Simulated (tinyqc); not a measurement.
Pressure series at fixed power: global model of a low-pressure process discharge: electron temperature, density, ion flux and ion energy. Computed by tinyqc, a small Python program. Command: `OMP_NUM_THREADS=1 python tinyqc.py 3110451 3110452 out.jsonl plasma walk`. One thread of a shared host (Intel(R) Xeon(R) Processor @ 2.30GHz), about 0.01 s of CPU time with the checks.

Maxwellian electrons with temperature T_e in eV, one positive ion, no negative ions, uniform bulk density n; rate constants have the Arrhenius form.

Inputs (values chosen for the exercise, of the order of those of an inductive discharge in a simple atomic gas):

| quantity | value | unit |
|---|---|---|
| ion mass M | 40 | u |
| ionisation prefactor K0 | 4.5e-14 | m^3/s |
| ionisation energy E_iz | 13.5 | eV |
| excitation prefactor X0 | 7.7e-15 | m^3/s |
| excitation energy E_ex | 8.27 | eV |
| elastic rate constant K_el | 1e-13 | m^3/s |
| ion-neutral cross section | 8.1e-19 | m^2 |
| gas temperature T_g | 600 | K |
| radius R | 8.6 | cm |
| height L | 9.9 | cm |
| absorbed power P | 660 | W |

Constants: k_B = 1.380649e-23 J/K; e = 1.602176634e-19 C; u = 1.6605390666e-27 kg; m_0 = 9.1093837015e-31 kg.

Method:
- n_g = p/(k_B T_g), lambda_i = 1/(n_g sigma), K_iz = K0 exp(-E_iz/T_e), h_L = 0.86/sqrt(3 + L/(2 lambda_i)), h_R = 0.8/sqrt(4 + R/lambda_i), A_eff = 2 pi R^2 h_L + 2 pi R L h_R and d_eff = pi R^2 L/A_eff follow p.
- Particle balance: K0 exp(-E_iz/T_e) n_g d_eff = u_B, u_B = sqrt(e T_e/M).
- E_c = E_iz + (X0 exp(-E_ex/T_e) E_ex + K_el (3 m_0/M) T_e)/K_iz; E_T = E_c + (5/2) T_e + (T_e/2) ln(M/(2 pi m_0)); n = P/(e u_B A_eff E_T); J = e h_L n u_B. Pressures without a root below 2 E_iz are left out.

Against pressure:

| p (Pa) | T_e (eV) | E_c (eV) | E_T (eV) | n (1/cm^3) | J (mA/cm^2) |
|---|---|---|---|---|---|
| 0.1 | 6.6382 | 16.616 | 64.276 | 3.9196e+11 | 11.578 |
| 0.2 | 4.5119 | 18.018 | 50.412 | 6.5154e+11 | 14.868 |
| 0.5 | 3.1741 | 20.872 | 43.661 | 1.0620e+12 | 17.392 |
| 1.0 | 2.5733 | 24.345 | 42.820 | 1.4614e+12 | 17.917 |
| 2.0 | 2.1504 | 29.712 | 45.151 | 1.9444e+12 | 17.135 |
| 5.0 | 1.7570 | 41.617 | 54.232 | 2.6413e+12 | 14.365 |
| 10.0 | 1.5405 | 56.594 | 67.654 | 3.1170e+12 | 11.547 |
| 20.0 | 1.3708 | 80.103 | 89.945 | 3.4683e+12 | 8.699 |

What follows from these numbers?

T_e falls from 6.64 to 1.37 eV, n changes by a factor 8.8 and J by 0.75; in J = P h_L/(A_eff E_T), E_T changes by a factor 1.40 and is least at 1 Pa, between wall losses at high T_e and excitation losses at low T_e.

Extremes, crossings and ranges named in words are read from the listed rows.
